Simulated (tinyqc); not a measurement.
Exchange-only LDA atom on a uniform radial grid, spin-unpolarised, for Be(2+), step by step. Computed by tinyqc, a small Python program that keeps every step. Settings: Z = 4, points = 256, R = 4.7, functional = Slater exchange alone, mixing = 0.2, iteration cap = 75. Command: `OMP_NUM_THREADS=1 python tinyqc.py 29502 29503 out.jsonl` (the two numbers bound the seeds that draw the settings). One thread of a shared host (Intel(R) Xeon(R) Processor @ 2.60GHz), about 0.9 s of CPU time with the checks.

Spherical atom on a uniform radial grid r_j = j h with h = R/(N + 1), h sum u^2 = 1 and integrals as h times sums, u(0) = u(R) = 0 (atomic units):

| parameter | value |
|---|---|
| Z | 4 |
| points N | 256 |
| R | 4.700000 |
| h | 0.018288 |
| mixing | 0.200000 |
| electrons in 1s | 2 |

Three-point differences turn -u''/2 + [l(l+1)/2r^2 - Z/r + V] u = e u into a tridiagonal matrix (diagonal 1/h^2 + potential, off-diagonal -1/2h^2). D = sum f u^2; the Hartree potential y/r solves y'' = -D/r with y(0) = 0, y(R) = N_e; v_xc comes from rho = D/(4 pi r^2); E = sum f e - int D V + int D (V_H/2 + eps_xc); V(new) = V + mixing (V_H + v_xc - V).

Stop when input and output potentials agree to 1e-7.

Course of the cycle (hartree):

| iteration | E | e(1s) | largest \|V(out) - V(in)\| |
|---|---|---|---|
| 1 | -13.12371631 | -7.989326 | 4.87e+00 |
| 2 | -13.17887027 | -7.278584 | 3.80e+00 |
| 3 | -13.21450946 | -6.723536 | 2.96e+00 |
| 4 | -13.23720282 | -6.289764 | 2.30e+00 |
| 5 | -13.25146828 | -5.950537 | 1.79e+00 |
| 6 | -13.26033736 | -5.685073 | 1.39e+00 |
| 7 | -13.26580028 | -5.477208 | 1.08e+00 |
| 8 | -13.26913923 | -5.314352 | 8.36e-01 |
| 9 | -13.27116712 | -5.186692 | 6.49e-01 |
| 10 | -13.27239245 | -5.086571 | 5.04e-01 |
| 11 | -13.27312984 | -5.008011 | 3.91e-01 |
| ... | ... | ... | ... |
| 65 | -13.27422811 | -4.719159 | 1.18e-06 |
| 66 | -13.27422811 | -4.719159 | 9.43e-07 |
| 67 | -13.27422811 | -4.719159 | 7.52e-07 |
| 68 | -13.27422811 | -4.719159 | 5.99e-07 |
| 69 | -13.27422811 | -4.719159 | 4.78e-07 |
| 70 | -13.27422811 | -4.719159 | 3.81e-07 |
| 71 | -13.27422811 | -4.719159 | 3.04e-07 |
| 72 | -13.27422811 | -4.719159 | 2.43e-07 |
| 73 | -13.27422811 | -4.719159 | 1.94e-07 |
| 74 | -13.27422811 | -4.719159 | 1.54e-07 |
| 75 | -13.27422811 | -4.719159 | 1.23e-07 |

Can the last value be used, and what does the course show?

Not by the stop rule, although the second column moves by less than 1e-07 over the last three steps; and the uniform grid itself carries an error of order h^2 at the cusp, far above the threshold. Not converged within 75 iterations: the residual falls steadily but slowly, by a factor of about 0.80 a step. Reruns (cap 100 unless said): mixing 0.3: converged in 48; mixing 0.6: converged in 20; the original settings with a cap of 400: converged in 76. Even converged, this uniform grid resolves the cusp poorly and misses the energy of the atom.
